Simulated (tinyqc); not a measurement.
Semiconducting tubes compared: carbon nanotube by zone folding.

Circumference C = n a1 + m a2, a = sqrt3 acc; d = a sqrt(n^2 + nm + m^2)/pi; tan(theta) = sqrt3 m/(2n + m); dR = gcd(2n + m, 2m + n); T = t1 a1 + t2 a2 with t1 = (2m + n)/dR, t2 = -(2n + m)/dR, |T| = sqrt3 pi d/dR; N = 2 (n^2 + nm + m^2)/dR hexagons a cell. On cutting line mu = 0 to N - 1 at x = k|T|/(2 pi) the phases are p1 = 2 pi (-t2 mu + m x)/N, p2 = 2 pi (t1 mu - n x)/N, and E = -/+ t |1 + exp(i p1) + exp(i p2)|.

Values chosen for the exercise (out of a larger set: near those used for carbon; not measured data):
- t = 2.61 eV (hopping)
- acc = 1.42 angstrom (bond length)
- tubes = ((14, 12), (13, 12), (15, 8), (16, 2), (6, 1), (14, 7), (8, 0)) (pairs (n, m))

E11 and E22 are twice the two lowest band edges; the cone gives E11 d = 2 t acc and E22/E11 = 2.

Tubes:
```
(n,m)    d (angstrom)  theta (deg)  (n - m) mod 3  E11 (eV)  E22 (eV)  E11 d/(2 t acc)  E22/E11
(14,12)         17.65         27.5              2    0.4204    0.8336            1.001    1.983
(13,12)         16.95         28.7              1    0.4363    0.8720            0.998    1.999
(15,8)          15.83         20.0              1    0.4642    0.9458            0.991    2.038
(16,2)          13.38          5.8              2    0.5630    1.0676            1.016    1.896
(6,1)            5.13          7.6              2    1.4965    2.5854            1.036    1.728
(14,7)          14.50         19.1              1    0.5061    1.0348            0.990    2.045
(8,0)            6.26          0.0              2    1.2248    2.1622            1.035    1.765
```

What does the comparison show?

E11 follows 1/d first. For mod 1 the scaled E11 lies below one (0.990 to 0.998) and E22/E11 on both sides of two (1.999 to 2.045). For mod 2 the scaled E11 lies above one (1.001 to 1.036) and E22/E11 below two (1.728 to 1.983). The largest departure of the scaled E11 is that of (6,1); warping acts as cos(3 theta)/d, most for thin tubes near zigzag. Below about 8 angstrom curvature, left out of zone folding, changes the gaps further.

Run: tinyqc, `OMP_NUM_THREADS=1 python tinyqc.py 1451802 1451803 out.jsonl`; Intel(R) Xeon(R) Processor @ 2.30GHz, one thread, shared host; about 0.06 s of CPU time with all checks.
